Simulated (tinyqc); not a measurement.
Comparisons within one model: band offset from the macroscopic average of a supercell potential. A value that a table varies takes the place of the one given here.

A model of the planar-averaged electrostatic energy of an electron in a periodic cell of N1 periods of A (L1 = N1 n1 h) and N2 periods of B (L2 = N2 n2 h), on z_j = j h: V(z) = f VA + (1 - f) VB + F t(z), VA = V1[0] + V1[1] cos(2 pi z/(n1 h)) + V1[2] cos(4 pi z/(n1 h)), VB the same with V2, n2 and z - L1. f = [tanh(z/w) - tanh((z - L1)/w) + tanh((z - L1 - L2)/w)]/2 + 1/2; t(z) = z - L1/2 in A and (L1/L2)(L1 + L2/2 - z) beyond, so that the cell is periodic.

Running mean over n points, periodic: for odd n the plain mean of the n points centred on j; for even n the n + 1 points with half weight at both ends. The macroscopic average applies the mean over n1 points and then over n2 points.

dEv = Ev(A) - Ev(B) = Ev1 - (dV + Ev2); dEc = Ec(B) - Ec(A) = Eg2 - Eg1 - dEv. The correction of a gap, c = Eg[1] - Eg[0], lowers the valence top by fv c and leaves dV, a ground-state quantity, as it is. Type I: dEv and dEc of one sign; II: opposite signs; III: no overlap of the gaps.

Values chosen for the exercise (gaps near those of GaAs and AlAs; not measured data): h = 0.35 angstrom (grid step); n1 = 6 (grid points per period of A); n2 = 7 (grid points per period of B); V1 = (-5.23, 4.17, -0.45) eV (mean and two harmonics of the potential in A); V2 = (-6.38, 3.55, 0.77) eV (the same in B); w = 0.54 angstrom (width of the interfaces); N1 = 4 (periods of A); N2 = 4 (periods of B); F = 0 eV/angstrom (slope in A from opposite charges on the two interfaces); Ev1 = 2.57 eV (valence top of bulk A above its mean potential); Eg1 = (0.48, 1.57) eV (gap of A: semi-local value, corrected value); Ev2 = 3.34 eV (valence top of bulk B above its mean potential); Eg2 = (1.44, 2.31) eV (gap of B: semi-local value, corrected value).

## How thick the regions must be

N1 = N2 = N, no slope (F = 0); dV is read at j = floor(N n1/2) and N n1 + floor(N n2/2). The exact value is V2[0] - V1[0].

Results:
```
N  L1 (angstrom)  dV (eV)  error (meV)
1           2.10  -0.4951       654.91
2           4.20  -1.0091       140.87
3           6.30  -1.1508        -0.78
4           8.40  -1.1499         0.07
5          10.50  -1.1500         0.00
6          12.60  -1.1500         0.00
```

The error is below 10 meV from N = 3 on. The two windows together span 4.55 angstrom and must fit between the interface tails, which fall as exp(-2 z/w); the errors at N = 2, 3 and 4 are 140.87, -0.78 and 0.07 meV.

## The choice of windows

dV read at j = 12 and 38 after means over the numbers of points listed; ripple is the spread over the five points around each.

Results:
```
windows  dV (eV)  ripple in A (meV)  ripple in B (meV)
none      -0.550               5580               5804
6 only    -0.697                  0                500
7 only    -0.490                990                  0
7, 8      -1.257                162                  0
6, 7      -1.150                  0                  0
```

Which rows can be used, and how does a wrong window show?

The last row matches both periods and lies 0 meV from the value of a thick cell, V2[0] - V1[0] = -1.150 eV. Against it the raw potential errs by +0.60 eV. No other row is within 20 meV of it. A window one point too long leaves a ripple of 990 meV in A, against 0 meV in the last row: the ripple is the sign to look for. Rows to use, with under 30 meV of ripple in both regions once the tilt is taken off: 6, 7. A row with a large ripple can hit the right value only by chance.

## Where the gap correction goes

dV = B - A = -1.1499 eV

fv1 and fv2 are varied.

Offsets (eV):
```
fv1  fv2     dEv     dEc
0.0  0.0   0.380   0.360
0.5  0.5   0.270   0.470
1.0  1.0   0.160   0.580
0.0  1.0   1.250  -0.510
1.0  0.0  -0.710   1.450
0.3  0.7   0.662   0.078
```

dEv + dEc = 0.740 eV in every row, but dEv alone spans 1.96 eV, the sum of the two corrections. A scissor on the conduction bands alone (first row) keeps the semi-local dEv; with equal shares fv the shift is fv times the difference of the corrections, -0.22 eV, against their sum of 1.96 eV: most of the error cancels if the shares are alike.

Run: tinyqc, `OMP_NUM_THREADS=1 python tinyqc.py 1880639 1880640 out.jsonl`; Intel(R) Xeon(R) Processor @ 2.30GHz, one thread, shared host; about 0.01 s of CPU time with all checks.
